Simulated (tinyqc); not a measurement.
Worked calculation: valley-orbit splitting of a donor ground state, with strain. Computed by tinyqc, a small Python program that keeps every step. Command: `OMP_NUM_THREADS=1 python tinyqc.py 3019829 3019830 out.jsonl valleyorbit walk`. One thread of a shared host (Intel(R) Xeon(R) Processor @ 2.30GHz), about 0.01 s of CPU time with the checks. Intermediate numbers are printed to about 6 digits and carried at full precision; extremes and crossings named in words are read from the listed rows.

The basis is the 1s envelope in each valley; energies are counted from the unstrained conduction-band edge. The strain is e_s (a a^T - 1/3) for the unit stress axis a, so valley j along n_j moves by Xi_u e_s w_j with w_j = (n_j.a)^2 - 1/3: +1/3 for [111] and [-1-11], -1/3 for the others.

Inputs (values chosen for the exercise, modelled on donors in germanium):
```
quantity                                     value   unit
single-valley binding energy E_0              9.67    meV
central-cell shift Lambda                      1.1    meV
coupling Delta_1                              0.98    meV
shear deformation potential Xi_u                16     eV
shear strain e_s                          -0.00083      -
temperature T                                   50      K
donor density N_D                          6.3e+14  cm^-3
density-of-states mass of one valley m_e     0.221    m_0
```

Valleys: four along <111>. Stress axis: [110].

Constants: k_B = 8.617333262e-05 eV/K; m_0 = 9.1093837015e-31 kg; k_B = 1.380649e-23 J/K; h = 6.62607015e-34 J s.

## Levels without strain

By symmetry: E(A1) = E_0 + Lambda + 3 Delta_1 (one state), E(T2) = E_0 + Lambda - Delta_1 (three), as binding energies.

E(A1) = 13.71 meV

E(T2) = 9.79 meV

Only A1 has all valley amplitudes in phase, so only it has weight at the nucleus.

## The valley matrix under strain

H_jj = -(E_0 + Lambda) + Xi_u e_s w_j; H_jk = -Delta_1 between any two valleys.

H (meV), lower triangle (symmetric):
```
            [111]  [1-1-1]  [-11-1]   [-1-11]
[111]    -15.1967
[1-1-1]   -0.9800  -6.3433
[-11-1]   -0.9800  -0.9800  -6.3433
[-1-11]   -0.9800  -0.9800  -0.9800  -15.1967
```

## Levels and ground state under strain

Diagonalise H; the ground vector has positive components. The density at the nucleus, and so the contact hyperfine coupling, scales as (sum_j c_j)^2/(number of valleys), which is 1 without strain; the envelopes are held fixed.

levels (meV): -16.5912  -14.2167  -6.9088  -5.3633

valley amplitudes of the ground state: [111] 0.691805, [1-1-1] 0.146306, [-11-1] 0.146306, [-1-11] 0.691805

hyperfine ratio A/A_0 = 0.702430

The valleys that move down hold 95.7 % of the ground state, against 50.0 % without strain.

## Binding energy under strain

The binding energy is counted from the lowest valley edge, min_j Xi_u e_s w_j; the gap is from the ground state to the next level.

binding energy under strain = 12.1645 meV

gap to the first excited state = 2.37451 meV

## Populations and ionisation

z = sum over levels of exp(-(E - E_ground)/k_B T), the ground-state share being 1/z; N_c = 2 (2 pi m_e k_B T/h^2)^(3/2) sum_j exp(-(shift_j - lowest shift)/k_B T); n1 = N_c/(2 z) exp(-binding/k_B T), binding = lowest shift - E_ground; without compensation n = 2 N_D/(1 + sqrt(1 + 4 N_D/n1)) (Boltzmann statistics; p and higher states left out).

partition sum z = 1.75585

share of neutral donors in the ground state = 0.569525

N_c = 4.00239e+17 cm^-3

n1 = 6.77132e+15 cm^-3

free electrons n = 5.80273e+14 cm^-3

Caution: k_B T exceeds a third of E_0, so the p and higher states, left out, hold part of the bound electrons.

## Strain dependence

The contact hyperfine ratio is A/A_0 = (sum_j c_j)^2/(number of valleys), c_j the valley amplitudes of the ground state; binding from the lowest valley edge.

Against strain:
```
e_s       Xi_u e_s (w_max - w_min) (meV)  binding (meV)  gap to next level (meV)     A/A_0
-0.00660                        -70.4000        11.8045                  2.01453  0.527798
-0.00250                        -26.6667        11.8933                  2.10329  0.572719
-0.00083                         -8.8533        12.1645                  2.37451  0.702430
-0.00025                         -2.6667        12.7872                  2.99719  0.913411
0.00025                           2.6667        12.7872                  2.99719  0.913411
0.00083                           8.8533        12.1645                  2.37451  0.702430
0.00250                          26.6667        11.8933                  2.10329  0.572719
0.00660                          70.4000        11.8045                  2.01453  0.527798
```

A/A_0 falls for either sign of strain, to 0.528 and 0.528 at the ends; its limits are the shares of the valleys that end up lowest, 2/4 under compression and 2/4 under tension. Near zero strain A/A_0 changes in second order, the binding in first. The binding energy drops from 13.71 meV to 11.80 and 11.80 meV, since fewer valleys share the valley-orbit gain.

## Do the excited 1s states matter for ionisation?

No strain here. The last two columns set z = 1, with the A1 depth, or use one level at E_0 with z equal to the number of valleys.

Ionised share:
```
T (K)        z  all 1s states  ground state alone  no splitting
8      1.01018    2.86867e-04         2.88323e-04   2.69693e-03
13     1.09066    1.80397e-02         1.88321e-02   5.60501e-02
20     1.30855    1.77296e-01         1.99995e-01   3.01646e-01
29     1.62500    5.40111e-01         6.23209e-01   6.62154e-01
40     1.96211    8.23662e-01         8.94100e-01   8.74490e-01
64     2.47379    9.65999e-01         9.85689e-01   9.73178e-01
110    2.98391    9.93196e-01         9.97699e-01   9.94034e-01
```

z grows from 1.010 to 2.98 of at most 4. Leaving out the excited states overstates the ionised share by up to 15.4 % (at 29.0 K); ignoring the splitting misses by a factor 9.40 at the lowest T and 1.00 at the highest.

Checks made by the program: symmetry formulas against diagonalisation (relative difference below 1e-10).
